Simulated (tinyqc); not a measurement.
Inside a calculation. Model: liquidus of a compound AB in a simple-solution melt, liquid-phase epitaxy and vapour pressures. Computed by tinyqc, a small Python program that keeps every step. Command: `OMP_NUM_THREADS=1 python tinyqc.py 3004421 3004422 out.jsonl liq35 walk`. One thread of a shared host (Intel(R) Xeon(R) Processor @ 2.30GHz), about 0.04 s of CPU time with the checks. Intermediate numbers are printed to about 7 digits and carried at full precision; extremes and crossings named in words are read from the listed rows.

x is the atom fraction of B in the melt. The melt is a simple solution: R T ln gamma_B = W (1 - x)^2, R T ln gamma_A = W x^2, W = a + b T. The solid AB is stoichiometric.

Inputs (values chosen for the exercise, for a model compound):

| quantity | value | unit |
|---|---|---|
| melting point T_F | 1584 | K |
| entropy of fusion S_F | 70.3 | J/(mol K) |
| interaction a | 21 | kJ/mol |
| interaction slope b | -31.8 | J/(mol K) |
| saturation temperature T | 1209 | K |
| step dT | 3.5 | K |
| cooling rate c | 0.15 | K/min |
| growth time t | 3.5 | min |
| diffusivity in the melt D | 7.8e-05 | cm^2/s |
| molar volume of the melt V_L | 12.2 | cm^3/mol |
| lattice constant a0 | 5.653 | angstrom |
| melt depth w | 10 | mm |
| heat of evaporation of A | 273 | kJ/mol |
| entropy of evaporation of A | 110 | J/(mol K) |
| heat of evaporation of B as (1/2) B2 | 85.5 | kJ/mol |
| entropy of evaporation of B as (1/2) B2 | 58.8 | J/(mol K) |

Growth programme: supercooling (step, then ramp).

Constants: R = 8.314462618 J/(mol K); N_A = 6.02214076e+23 1/mol; k_B = 8.617333262e-05 eV/K.

## Solubility on the A-rich side

Liquidus (Vieland): f(x) = R T ln[4 x (1 - x)] + 2 W (1/2 - x)^2 + S_F (T_F - T) = 0. Newton steps with f' = (1 - 2x)[R T/(x (1 - x)) - 2 W], from the dilute estimate x = (1/4) exp[-(S_F (T_F - T) + W/2)/(R T)]; stop below 1e-13; f under 1e-6 shown as 0.

W = -17.4462 kJ/mol

Newton steps:

| step | x | f (J/mol) | f' (J/mol) |
|---|---|---|---|
| 1 | 0.04323621 | 9.990944e+02 | 253863.3 |
| 2 | 0.03930065 | -4.498203e+01 | 277463.0 |
| 3 | 0.03946277 | -8.635191e-02 | 276399.1 |
| 4 | 0.03946308 | 0 | 276397.1 |
| 5 | 0.03946308 | 0 | 276397.1 |

solubility x = 0.03946308

The dilute estimate is 1.096 of the root. An ideal melt (W = 0) would dissolve x = 0.0185; the B-rich branch lies at 1 - x.

## Slope of the liquidus

dx/dT = -(df/dT)/f', df/dT = R ln[4 x (1 - x)] + 2 b (1/2 - x)^2 - S_F, f' = (1 - 2x)[R T/(x (1 - x)) - 2 W]. Concentrations: C_L = x N_A/V_L in the melt, C_S = 4/a0^3 in the solid; m = dT/dC_L.

dx/dT = 3.598925e-04 1/K

C_L = 1.947969e+21 1/cm^3

C_S = 2.214232e+22 1/cm^3

slope m = 5.629063e-20 K cm^3

apparent heat of solution k_B T^2 d ln x/dT = 1.148702 eV

## Layer thickness

Semi-infinite melt (Hsieh): step d = 2 dT sqrt(D t/pi)/(C_S m); ramp d = (4/3) c sqrt(D/pi) t^(3/2)/(C_S m); supercooling is their sum. A melt of depth w can give at most w (undercooling)/(C_S m).

thickness d = 4.460809 micrometre

largest thickness from this melt = 32.29288 micrometre

sqrt(D t)/w = 0.1279844

The layer uses 14 % of what the melt could give.

## Three programmes

The formulas are those given above.

Thickness (micrometre):

| t (min) | step | ramp | supercooling | sqrt(D t) (mm) |
|---|---|---|---|---|
| 0.2 | 0.969398 | 5.539414e-03 | 0.97494 | 0.305941 |
| 0.5 | 1.532752 | 2.189646e-02 | 1.55465 | 0.483735 |
| 1.0 | 2.167639 | 6.193253e-02 | 2.22957 | 0.684105 |
| 2.0 | 3.065504 | 1.751717e-01 | 3.24068 | 0.967471 |
| 5.0 | 4.846988 | 6.924268e-01 | 5.53941 | 1.529706 |
| 10.0 | 6.854676 | 1.958479e+00 | 8.81315 | 2.163331 |
| 20.0 | 9.693975 | 5.539414e+00 | 15.23339 | 3.059412 |

Step cooling goes as t^(1/2), ramp cooling as t^(3/2); they are equal at t = 3 dT/(2 c) = 35.0 min. The local exponent of their sum runs from 0.51 to 0.79. Rows with sqrt(D t) above about half the depth of 10 mm are overestimates.

## Vapour pressures and congruent evaporation

Over the A-rich liquidus: p_A = gamma_A (1 - x) exp(S_A/R - H_A/(R T)), p_B2 = [gamma_B x exp(S_B/R - H_B/(R T))]^2, in bar. Free evaporation is congruent while the A flux over this liquidus is at least the B flux; with A and B2 taken as equal in mass for the estimate, T_c solves p_A = 2 p_B2.

log10 p_A = -6.067650

log10 p_B2 = -5.443684

congruent temperature T_c = 1005.116 K

T is above T_c: in vacuum B leaves faster and droplets of A form unless a B flux is supplied.

## The liquidus

The formulas are those given above.

Solubility; ideal: W = 0; dilute: (1/4) exp[-(S_F (T_F - T) + W/2)/(R T)]:

| T (K) | x | ideal | dilute | W (kJ/mol) |
|---|---|---|---|---|
| 792 | 7.310234e-05 | 5.320343e-05 | 7.310379e-05 | -4.1856 |
| 919 | 9.420375e-04 | 5.508797e-04 | 9.430588e-04 | -8.2242 |
| 1045 | 6.377617e-03 | 3.201412e-03 | 6.451016e-03 | -12.2310 |
| 1172 | 2.771840e-02 | 1.296461e-02 | 2.948787e-02 | -16.2696 |
| 1299 | 8.216245e-02 | 4.077356e-02 | 1.001389e-01 | -20.3082 |
| 1426 | 1.815404e-01 | 1.100865e-01 | 2.735187e-01 | -24.3468 |
| 1521 | 2.992503e-01 | 2.282179e-01 | 5.197228e-01 | -27.3678 |
| 1568 | 3.993173e-01 | 3.562468e-01 | 6.937552e-01 | -28.8624 |

x over the ideal value is 1.37 in the first row and 1.12 in the last, and lies between 1.12 and 2.14: W > 0 lowers the solubility and W < 0 raises it, by about exp(-W/(2 R T)) when dilute. The dilute form is within 5 % in 3 of the eight rows. Near T_F the liquidus closes as a parabola about x = 1/2.

Checks made by the program: x against bracketed root finding (relative difference below 1e-10).
